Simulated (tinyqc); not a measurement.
Frequency dispersion of an accumulation capacitance by border traps, distributed model: one step of the calculation.

Traps spread evenly through the insulator exchange electrons with the semiconductor by tunnelling, with tau(x) = t0 exp(2 ka x) at depth x from the interface. The admittance per area Y seen at depth x obeys dY/dx = -Y^2/(i w eps0 eox) + q Nb ln(1 + i w tau)/tau, with Y(0) = i w Cs and w = 2 pi f; the gate sees Y(tox) = G + i w C. Working variable y = Y/(i w), in uF/cm^2. Cox = eps0 eox/tox.

Question. Scales and lumped estimate. Cox; trap-free value 1/(1/Cox + 1/Cs); response depth d = ln(1/(w t0))/(2 ka), where w tau = 1; lumped estimate: all traps within d act as C_bt = q Nb d placed at d/2, so C = 1/{1/[1/(1/Cs + d/(2 eps0 eox)) + C_bt] + (tox - d/2)/(eps0 eox)}.

Inputs (values chosen for the exercise); permittivity close to that of aluminium oxide:
- eox = 8.29 (relative permittivity of the insulator)
- tox = 3.3 nm (insulator thickness)
- Cs = 4 uF/cm^2 (semiconductor capacitance in accumulation)
- Nb = 4.6e18 cm^-3 eV^-1 (density of border traps)
- ka = 6.4 1/nm (decay constant of the wave function in the insulator)
- t0 = 8e-11 s (time constant of a trap at the interface)
- f = 100 Hz (frequency)

Constants: q = 1.602176634e-19 C, eps0 = 8.8541878128e-14 F/cm where lengths are in cm. Results are converted to the units shown.

Give: Cox; trap-free C; d; C_bt; lumped C.

Answer.

Cox = 2.224 uF/cm^2
trap-free C = 1.429 uF/cm^2
d = 1.313 nm
C_bt = 0.09677 uF/cm^2
lumped C = 1.452 uF/cm^2

The traps within reach amount to 0.0242 Cs and lie in the first 39.8 % of the insulator.

Program tinyqc, `OMP_NUM_THREADS=1 python tinyqc.py 2202102 2202103 out.jsonl`; Intel Xeon 2.30GHz, shared host, one thread, about 0.3 s.
